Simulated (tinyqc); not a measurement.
Size of the test strain: deformation potentials from a strained empirical pseudopotential.

Diamond lattice, no spin-orbit coupling. Atomic form factor V(q) = a1 (q^2 - a2)/(a3 exp(a4 q^2) - 1) in rydberg with q in 1/bohr, for the unstrained cell. Under a strain e the reciprocal vectors and k go over into (1 + e)^(-1) G, the atoms sit at +/- tau with tau = (1 + e) a (1,1,1)/8 - zeta a (eyz, ezx, exy)/4, and H(G,G') = c |k + G|^2 delta + (V(q)/det(1 + e)) cos(q.tau), q = G - G', with the term q = 0 left out; c = hbar^2/2m0. The basis is fixed before straining: all G with |k + G|^2 up to 16 (2 pi/a)^2. k is given in units of 2 pi/a of the unstrained cell.

Constants: hbar^2/2m0 = 3.80998211 eV angstrom^2; Ry = 13.60569312 eV; a0 (Bohr radius) = 0.5291772105 angstrom.

Parameters, chosen for this exercise (out of a larger set: near those of Si; not measured data):
- a = 5.435 angstrom (lattice constant)
- A = (0.536, 2.188, 2.054, 0.482) (a1 (Ry bohr^2), a2 (1/bohr^2), a3, a4 (bohr^2))
- kD = 0.82 2 pi/a (position of the Delta minimum)

e = diag(-h/2, -h/2, h). Xu = [E(Delta z) - E(Delta x)]/(1.5 h) at fixed kD, b = [E(Z) - E(X, Y)]/(4.5 h); one-sided from +h alone, central from +h and -h.

Results (eV):
```
h       Xu one-sided  Xu central  b one-sided  b central
0.0010         8.002       8.007       -3.304     -3.300
0.0025         7.994       8.007       -3.310     -3.300
0.0050         7.982       8.007       -3.320     -3.300
0.0100         7.958       8.008       -3.340     -3.300
0.0200         7.912       8.012       -3.380     -3.301
0.0300         7.868       8.019       -3.421     -3.302
```

From h = 0.001 to 0.03 the one-sided Xu drifts by -0.134 eV and the central one by +0.012 eV; for b the drifts are -0.117 and -0.002 eV. The central difference cancels the term of second order in the strain, so its error goes as h^2. At h = 0.02 the linear law errs by 1.2 % for the valley splitting and 2.4 % for the valence splitting.

tinyqc: `OMP_NUM_THREADS=1 python tinyqc.py 1850054 1850055 out.jsonl`; about 0.3 s, one thread, shared Intel(R) Xeon(R) Processor @ 2.30GHz.
